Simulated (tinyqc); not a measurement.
# Worked calculation: random telegraph noise from one oxide trap in a small MOSFET

Numbers from tinyqc (`OMP_NUM_THREADS=1 python tinyqc.py 2710021 2710022 out.jsonl`; about 0.01 s on one thread of a shared Intel Xeon 2.30GHz). Printed values are rounded.

An acceptor-like trap exchanges electrons with the channel. Inversion charge Q = Cox u, u = n Vt W0(exp((Vg - VT)/(n Vt))), W0 the Lambert function, n = nf, Cox = eps0 eox/tox; linear regime Id = (W/L) mu Q Vd. Relative to threshold the surface potential rises by Vt ln(u/u0) and the oxide voltage by the rest of Vg - VT, with u0 = n Vt W0(1).

Parameters, values chosen for the exercise; values of the order met in silicon transistors:
- T = 300 K (temperature)
- eox = 3.9 (relative permittivity of the gate insulator (close to silicon dioxide))
- tox = 1.2 nm (insulator thickness)
- xt = 0.4 nm (depth of the trap from the channel interface)
- E0 = 0.14 eV (trap level above the channel Fermi level at threshold)
- s0 = 4e-15 cm^2 (capture prefactor)
- EB = 0.21 eV (capture barrier (lattice relaxation))
- lt = 0.19 nm (tunnelling decay length)
- vth = 1.6e7 cm/s (thermal velocity)
- zi = 1.8 nm (thickness of the inversion layer)
- VT = 0.21 V (threshold voltage)
- nf = 1.17 (body factor)
- W = 180 nm (gate width)
- L = 110 nm (gate length)
- mu = 330 cm^2/(V s) (mobility)
- asc = 2.3e-16 V s (scattering coefficient of the charged trap)
- Vd = 0.1 V (drain voltage)
- Vg = 0.58 V (gate voltage)

Constants: q = 1.602176634e-19 C, kB = 1.380649e-23 J/K, Vt = kB T/q, eps0 = 8.8541878128e-14 F/cm where lengths are in cm. Results are converted to the units shown.

Range of the model: VT is taken as given; short-channel effects and the uneven flow of current among few electrons are left out.

## Trap level, time constants and occupancy

N = Cox u/q; dpsi = Vt ln(u/u0); E = E0 - dpsi - (xt/tox)(Vg - VT - dpsi); capture time tc = 1/[(N/zi) vth s0 exp(-xt/lt - EB/Vt)]; emission time te = tc exp(-E/Vt); occupancy te/(tc + te).

u = 0.300547 V
N = 5.39801e12 cm^-2
dpsi = 0.0740235 V
E = -0.0326823 eV
tc = 1.44214e-8 s
te = 5.10559e-8 s
occupancy = 0.779750

The trap lies 1.3 Vt below the Fermi level, so it is filled most of the time.

## Step height

A = W L; threshold step dV = q (1 - xt/tox)/(Cox A); gm/Id = 1/(u + n Vt); relative step dI/I = (gm/Id) dV + asc mu/A. Id as defined.

electrons in the channel N A = 1068.81
dV = 0.187466 mV
gm/Id = 3.02303 1/V
number part of dI/I = 0.0566715 %
dI/I = 0.0950048 %
Id = 46.7023 uA
dI = 44.3694 nA

## Lorentzian spectrum

Spectrum S(f) = 4 dI^2/{(tc + te)[(1/tc + 1/te)^2 + (2 pi f)^2]}; corner fc = (1/tc + 1/te)/(2 pi); variance dI^2 tc te/(tc + te)^2. Give S at f = 0, at fc and at 10 fc.

fc = 1.41533e7 Hz
S(0) = 1.52076e-23 A^2/Hz
S(fc) = 7.60382e-24 A^2/Hz
S(10 fc) = 1.50571e-25 A^2/Hz
rms current = 18.3874 nA

The rms value is 0.414 of the step; it reaches its largest share, 1/2, when tc = te.
